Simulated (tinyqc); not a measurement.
Debye-Callaway model of lattice thermal conductivity: one step, computed by the program tinyqc. Command: `OMP_NUM_THREADS=1 python tinyqc.py 3018199 3018200 out.jsonl callaway walk`. One thread of a shared host (Intel(R) Xeon(R) Processor @ 2.30GHz), about 0.01 s of CPU time with the checks.

Three acoustic branches with one velocity v, cut at omega_D = k_B Theta/hbar; x = hbar omega/(k_B T). v and Theta are separate inputs: Theta cuts off the heat-carrying modes, so C need not reach 3 k_B/V. gamma is an effective value that sets the umklapp rate.

Problem. Scattering rates at one frequency. Rates: point defects A omega^4; umklapp B omega^2 T exp(-Theta/(b T)) with B = hbar gamma^2/(M v^2 Theta); normal processes f_N B omega^2 T (T/Theta)^2. Boundaries: v/L. The resistive time is tau_R = 1/(boundary + point-defect + umklapp rates), and the free path is v tau_R.

Inputs (values chosen for the exercise, modelled on gallium arsenide):

| quantity | value | unit |
|---|---|---|
| sound velocity v | 3710 | m/s |
| Debye temperature Theta | 363 | K |
| mean atomic mass M | 72.3 | u |
| effective Grueneisen parameter gamma | 2.28 | - |
| umklapp exponent divisor b | 2 | - |
| Casimir length L | 610 | micrometre |
| normal-process factor f_N | 0.93 | - |
| temperature T | 77 | K |
| probe frequency omega/omega_D | 0.23 | - |

Sample: crystal. Point defects: isotopes. Normal processes: included.

Rayleigh coefficient A = 3.874088e-45 s^3

Constants: k_B = 1.380649e-23 J/K; hbar = 1.054571817e-34 J s; u = 1.6605390666e-27 kg.

Give: omega; Rates; tau_R; free path.

Solution.

omega = 1.093e+13 rad/s

Rates:

| process | rate (1/s) | rate x tau_R |
|---|---|---|
| boundaries | 6.082e+06 | 0.007093 |
| point defects | 5.530e+07 | 0.06449 |
| umklapp | 7.961e+08 | 0.9284 |
| normal | 3.518e+08 | 0.4103 |

tau_R = 1.166e-09 s

free path = 4326 nm

The strongest resistive process at this frequency: umklapp, 93 % of the resistive rate.
